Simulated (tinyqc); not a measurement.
What moves the results: double quantum well by finite differences. A value that a table varies takes the place of the one given here.

Finite differences on points z_i at the centres of cells of width h: H_ii = (c/h^2)(1/m_(i-1/2) + 1/m_(i+1/2)) + V_i, H_(i,i+1) = -(c/h^2)/m_(i+1/2), where m_(i+1/2) is the mean of the masses at the two points (the end values are repeated outwards), psi = 0 on the points beyond both ends, c = hbar^2/2m0. The field adds e F (z - z0) with z0 the middle of the structure; 1 kV/cm = 1e-5 eV/angstrom.

Constants: hbar^2/2m0 = 3.80998211 eV angstrom^2.

Values chosen for the exercise (near those of a GaAs well in AlGaAs; shifted at random, so the results belong to these values and not to a real crystal):
- layers = ((60, 0.324, 0.1002), (80, 0, 0.0659), (20, 0.324, 0.1002), (80, 0, 0.0659), (60, 0.324, 0.1002)) (each layer: thickness in angstrom, band edge in eV, mass in m0)
- hf = 1.25 angstrom (cell width of the fine grid)
- Fs = (0, 10, 20, 30, 40, 50, 60) kV/cm (fields)
- F = 32 kV/cm (field along z)
- ws = (5, 10, 15, 20, 30, 40, 60) angstrom (widths of the middle barrier)

## Stark shift

Fine grid. Perturbation theory: dE1 = e F z_11 - beta (e F)^2 with beta = sum_j z_1j^2/(E_j - E_1) over the 13 next levels at zero field, z from z0.

Levels against field:

| F (kV/cm) | E1 (eV) | E2 (eV) | dE1 (meV) | second order (meV) | <z - z0> (angstrom) | E2 - E1 (meV) |
|---|---|---|---|---|---|---|
| 0 | 0.0404 | 0.0486 | 0.00 | 0.00 | 0.0 | 8.1 |
| 10.0 | 0.0381 | 0.0509 | -2.38 | -3.06 | -39.0 | 12.8 |
| 20.0 | 0.0337 | 0.0551 | -6.79 | -12.23 | -47.3 | 21.4 |
| 30.0 | 0.0288 | 0.0596 | -11.67 | -27.52 | -49.9 | 30.8 |
| 40.0 | 0.0237 | 0.0641 | -16.74 | -48.93 | -51.4 | 40.4 |
| 50.0 | 0.0185 | 0.0686 | -21.93 | -76.45 | -52.4 | 50.1 |
| 60.0 | 0.0132 | 0.0731 | -27.21 | -110.09 | -53.2 | 59.9 |

z_11 = 0.00 angstrom
beta = 3.058e+05 angstrom^2/eV

At zero field the state is centred, so the shift starts as F^2; it turns linear only if the state is pulled to one side. At 60 kV/cm E1 has moved by -27.21 meV, where second order gives -110.09 meV; the two first part by more than 10 % at 10 kV/cm. The electron moves by -53.2 angstrom, against the rise of the potential. E2 - E1 grows with the field; the ends are 8.1 and 59.9 meV.

## Order of mass and momentum

Fine grid. Hermitian kinetic operators m^a p m^b p m^a with 2a + b = -1: H_ii = (c/h^2) m_i^(2a) (m_(i-1/2)^b + m_(i+1/2)^b) + V_i, H_(i,i+1) = -(c/h^2) m_i^a m_(i+1)^a m_(i+1/2)^b; BenDaniel-Duke is a = 0. The halved form has H_ii = 2c/(h^2 m_i) + V_i and H_(i,i+1) = -(c/2h^2)(1/m_i + 1/m_(i+1)). The shifts are measured against BenDaniel-Duke; the last column repeats E1 with cells of hf/4.

Levels (eV):

| operator | E1 | E2 | E1 - E1(BDD) (meV) | E1 at hf/4 |
|---|---|---|---|---|
| BenDaniel-Duke | 0.0278 | 0.0605 | 0.0 | 0.0278 |
| (1/m) p^2 + p^2 (1/m), halved | 0.0240 | 0.0574 | -3.8 | -0.1460 |
| m^(-1/2) p^2 m^(-1/2) | 0.0370 | 0.0697 | 9.3 | 0.0371 |
| m^(-1/4) p m^(-1/2) p m^(-1/4) | 0.0324 | 0.0651 | 4.7 | 0.0325 |
| one mass, the smallest | 0.0319 | 0.0652 | 4.1 | 0.0319 |

The three forms m^a p m^b p m^a span 9.3 meV in E1, 28 % of E2 - E1; they differ only at the mass steps (largest to smallest mass 1.52), where m^a psi is the continuous quantity. Dropping the mass step altogether moves E1 by +4.1 meV. Refining the grid moves the halved form by -169.9 meV, against at most 0.05 meV for the other three: at an abrupt step it has no limit as the grid is refined.

## Middle barrier of the double well

Fine grid, zero field, the third layer set to each width in turn. kappa = sqrt(m (V - E)/c) in that layer at the mean of E1 and E2 of the last row.

Splitting:

| width (angstrom) | E1 (eV) | E2 (eV) | E2 - E1 (meV) | ln(E2 - E1) |
|---|---|---|---|---|
| 5.00 | 0.0273 | 0.0568 | 29.49 | 3.384 |
| 10.00 | 0.0340 | 0.0532 | 19.14 | 2.952 |
| 15.00 | 0.0380 | 0.0505 | 12.47 | 2.523 |
| 20.00 | 0.0404 | 0.0486 | 8.13 | 2.095 |
| 30.00 | 0.0429 | 0.0464 | 3.45 | 1.239 |
| 40.00 | 0.0439 | 0.0454 | 1.47 | 0.383 |
| 60.00 | 0.0445 | 0.0448 | 0.26 | -1.331 |

kappa = 0.0857 1/angstrom

The splitting falls from 29.5 to 0.26 meV; the last slope of its logarithm is -0.0857 per angstrom, against -kappa = -0.0857: for equal wells the splitting is twice the tunnelling matrix element.

(tinyqc, `OMP_NUM_THREADS=1 python tinyqc.py 1281105 1281106 out.jsonl`, Intel(R) Xeon(R) Processor @ 2.30GHz, 1 thread, shared host, about 0.03 s.)
